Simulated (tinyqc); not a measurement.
Composition of the buffer: band edges of strained Si(1-x)Ge(x) on relaxed Si(1-y)Ge(y).

Values are linear in the Ge fraction but for ED(x) = linear - CD x (1 - x) and a(x) = linear - Ca x (1 - x). Energies are on the common scale of Ev.

Coherent growth on a (001) face: e_par = (a(y) - a(x))/a(x), e_perp = -2 (C12/C11) e_par; exx = eyy = e_par, ezz = e_perp, no shear.

A valley with unit axis u lies at Ev + gap + (av + a_valley) tr(e) + Xu (u.e.u - tr(e)/3); the Delta axes are x, y, z and the L axes [111], [1-1-1], [-11-1], [-1-11]. The second-order shift of the Delta valleys under shear is left out; it lowers the pair normal to the sheared plane by tens of meV at a shear of 1 %.

Valence edges: Ev plus the levels of the 6 x 6 matrix of X, Y, Z times spin with -Dso/3 + l exx + m (eyy + ezz) on the diagonal (cyclic), n exy off it, l = av + 2 b, m = av - b, n = sqrt(3) d. Spin-orbit term (Dso/3) L.sigma on X, Y, Z with (L_k)_ij = -i epsilon_kij: <X+|H|Y+> = -i Dso/3, <X+|H|Z-> = Dso/3, <Y+|H|Z-> = -i Dso/3, <Z+|H|X-> = -Dso/3, <Z+|H|Y-> = i Dso/3, <X-|H|Y-> = i Dso/3, and their conjugates; + and - are the spin along z.

Inputs chosen for the exercise (end members near Si and Ge, in this order; shifted at random, so the results belong to these values and not to a real crystal):
```
symbol  value           unit      meaning
a       (5.428, 5.653)  angstrom  lattice constant
Dso     (0.044, 0.287)  eV        spin-orbit splitting
av      (2.47, 1.25)    eV        valence hydrostatic potential
b       (-2.09, -2.53)  eV        tetragonal shear potential
d       (-4.84, -5.32)  eV        trigonal shear potential
C11     (166.3, 128.8)  GPa
C12     (63.5, 47.8)    GPa
C44     (79.9, 67.6)    GPa
Ev      (0, 0.7)        eV        top of the unstrained valence band
ED      (1.136, 0.93)   eV        gap to the Delta valleys
EL      (1.998, 0.726)  eV        gap to the L valleys
aD      (1.63, 1.22)    eV        hydrostatic potential of the Delta gap
aL      (-3.25, -2.96)  eV        hydrostatic potential of the L gap
XuD     (9.17, 9.72)    eV        uniaxial potential, Delta
XuL     (15.77, 15.55)  eV        uniaxial potential, L
CD      0.223           eV        bowing of the Delta gap
Ca      0.027           angstrom  bowing of the lattice constant
face    001                       growth face
x       0                         Ge fraction of the layer
```

The layer is kept. dEc = Ec(buffer) - Ec(layer), dEv = Ev(layer) - Ev(buffer); buffer edges Ev(y) and Ev(y) + min(ED, EL). The digit behind Delta or L counts whole valleys.

Results:
```
y     e_par (%)  lowest valleys  gap (eV)  next valleys above (meV)  valence splitting (meV)  dEc (eV)  dEv (eV)
0.08       0.30          Delta2     1.095                        48                       26     0.040    -0.032
0.16       0.60          Delta2     1.049                        96                       56     0.083    -0.059
0.24       0.90          Delta2     1.001                       146                       89     0.130    -0.085
0.31       1.18          Delta2     0.958                       191                      119     0.173    -0.106
0.39       1.50          Delta2     0.907                       242                      153     0.225    -0.129
0.47       1.82          Delta2     0.854                       295                      189     0.281    -0.151
0.55       2.16          Delta2     0.801                       349                      226     0.340    -0.173
```

What can be read from this table?

The gap is 1.095 eV in the first row and 0.801 eV in the last. The lowest valleys are Delta2 throughout. Per 0.1 of y the valence offset moves by -30 meV on average; the conduction offset lies between +40 and +340 meV. Electrons and holes sit on opposite sides in every row (type II). Strains above 2 % can be kept only in layers of a few nanometres.

Run: tinyqc, `OMP_NUM_THREADS=1 python tinyqc.py 1081585 1081586 out.jsonl`; Intel(R) Xeon(R) Processor @ 2.30GHz, one thread, shared host; about 0.02 s of CPU time with all checks.
